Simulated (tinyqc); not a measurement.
From results back to parameters: eight-band Kane k.p model. Three cases, with inputs chosen for the exercise.

Problem. In the Kane model 1/m = A_r + Ep (Eg + 2 Dso/3)/(Eg (Eg + Dso)) and the Roth formula gives g* = 2 - 2 Ep Dso/(3 Eg (Eg + Dso)). The mass and the g factor below were computed from hidden Ep and Dso.

Find: X; Y; Ep; Dso.

Method. Let X = 1/m - A_r and Y = (2 - g*)/2. Then X + Y = Ep/Eg and X - 2 Y = Ep/(Eg + Dso).

Case 1.

Values chosen (out of a larger set: near those of InAs; not measured data): Eg = 0.393 eV (gap at Gamma to the s-like level); A_r = 0 (remote-band term in 1/m).

m = 0.0230018 m0
g* = -15.88483

Solution.

X = 43.475
Y = 8.942
Ep = 20.60 eV
Dso = 0.412 eV

Case 2.

Values chosen (out of a larger set: near those of GaP; not measured data): Eg = 2.841 eV (gap at Gamma to the s-like level); A_r = 0 (remote-band term in 1/m).

m = 0.0890826 m0
g* = 1.78301

Solution.

X = 11.226
Y = 0.108
Ep = 32.20 eV
Dso = 0.084 eV

Case 3.

Values chosen (out of a larger set: near those of GaAs; not measured data): Eg = 1.564 eV (gap at Gamma to the s-like level); A_r = 1 (remote-band term in 1/m).

m = 0.0586492 m0
g* = -0.04214

Solution.

X = 16.051
Y = 1.021
Ep = 26.70 eV
Dso = 0.342 eV

Computed by tinyqc, one run a case: `OMP_NUM_THREADS=1 python tinyqc.py N N+1 out.jsonl` with N = 1050931, 1050948, 1050987; one thread of a shared Intel(R) Xeon(R) Processor @ 2.30GHz, about 0.09 s a run at most.
